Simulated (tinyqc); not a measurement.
Polar nitride quantum well with polarisation fields, step by step. Values are carried at full precision from step to step, so a last printed digit may differ when a step is redone from the rounded ones.

Growth along [0001]. e_par = (a_sub - a)/a, Ppz = 2 e_par (e31 - e33 C13/C33), P = Psp + Ppz in each layer; strain relaxation and the strain shift of the gaps are left out, although thick layers with more than about 1 % mismatch would relax.

Constants: hbar^2/2m0 = 3.80998211 eV angstrom^2; hc = 1239.841984 eV nm.

Inputs chosen for the exercise (near those of an InGaN well in GaN; shifted at random, so the results belong to these values and not to a real crystal):
- a_w = 3.296 angstrom (lattice constant a, well)
- a_b = 3.189 angstrom (lattice constant a, barrier)
- a_sub = 3.189 angstrom (in-plane lattice constant of the stack)
- Psp_w = -0.0282 C/m^2 (spontaneous polarisation)
- Psp_b = -0.0344 C/m^2 (spontaneous polarisation)
- e31_w = -0.344 C/m^2
- e31_b = -0.336 C/m^2
- e33_w = 0.69 C/m^2
- e33_b = 0.667 C/m^2
- C_w = 0.296 (C13/C33)
- C_b = 0.26 (C13/C33)
- Lw = 32 angstrom (well width)
- Lb = 75 angstrom (barrier width)
- eps_w = 11.4 (dielectric constant)
- eps_b = 10.2 (dielectric constant)
- Eg = 2.321 eV (gap of the well)
- Vc = 0.761 eV (conduction offset)
- Vv = 0.358 eV (valence offset)
- me = 0.161 m0 (electron, well)
- meb = 0.2 m0 (electron, barrier)
- mh = 1.84 m0 (hole, everywhere)

## Strain and polarisation

Give strain and polarisation of well and barrier; the bound sheet charge is |P_w - P_b|/e with e = 1.602176634e-19 C.

Layers:

| layer | e_par | Ppz (C/m^2) | P (C/m^2) |
|---|---|---|---|
| well | -0.03246 | 0.03560 | 0.00740 |
| barrier | 0.00000 | 0.00000 | -0.03440 |

sheet charge = 2.609 x 1e13/cm^2

Of P_w - P_b = +0.0418 C/m^2 the piezoelectric part gives +0.0356 and the spontaneous part +0.0062.

## Built-in fields

In a periodic stack without free charge the potential drop over a period vanishes: F_w = (P_b - P_w) Lb/(eps0 (eps_w Lb + eps_b Lw)), F_b = -F_w Lw/Lb, eps0 = 8.8541878e-12 F/m; 1 MV/cm = 1e8 V/m = 0.01 V/angstrom.

Give both fields and the drop |F_w| Lw across the well.

F_w = -2.997 MV/cm
F_b = 1.279 MV/cm
drop = 0.959 eV

## Levels with and without the field

Envelope functions on cells of 0.25 angstrom over barrier, well, barrier (widths Lb, Lw, Lb), psi = 0 beyond, psi'/m continuous (mean mass between points), c = hbar^2/2m0. With u(z) the integral of e F (F_w in the well, F_b = -F_w Lw/Lb in the barriers, 1 MV/cm = 0.01 V/angstrom), zero at the centre of the well, the electron sees u plus Vc in the barriers and the hole -u plus Vv. The transition is Eg + E_e + E_h; excitons are left out.

Ground states of electron and hole, their centres, the squared overlap, the transition and its wavelength hc/E.

Results:

| case | E_e (eV) | E_h (eV) | <z>_e | <z>_h | overlap^2 | E (eV) | nm |
|---|---|---|---|---|---|---|---|
| no field | 0.1173 | 0.0150 | 0.0 | 0.0 | 0.966 | 2.4534 | 505.4 |
| built-in field | -0.0220 | -0.2695 | 8.6 | -12.5 | 0.0291 | 2.0295 | 610.9 |

The field shifts the line by -424 meV, below the gap of the well material, pulls the carriers 21.1 angstrom apart and, with the rate proportional to overlap^2, lengthens the radiative lifetime by a factor 33.2.

## Estimate from two triangular wells

For a strong field: E = Eg - |e F_w| Lw + a0 (c (e F_w)^2)^(1/3) (me^(-1/3) + mh^(-1/3)), a0 = 2.338107, hard walls, c = hbar^2/2m0, 1 MV/cm = 0.01 V/angstrom.

electron term = 0.6476 eV
hole term = 0.2875 eV
E = 2.2972 eV

Both terms lie below the drop across the well, but the estimate also takes the near wall as infinitely high. Against the grid result 2.0295 eV the estimate errs by +268 meV: +190 from the electron and +78 from the hole, since hard walls stand in for offsets of 0.761 and 0.358 eV into which the carriers leak.

## Checks

- Electron level without field against the matching condition of the square well, eV: both 0.117.

Program tinyqc; command `OMP_NUM_THREADS=1 python tinyqc.py 1282085 1282086 out.jsonl`; about 0.04 s on one thread of a shared Intel(R) Xeon(R) Processor @ 2.30GHz.
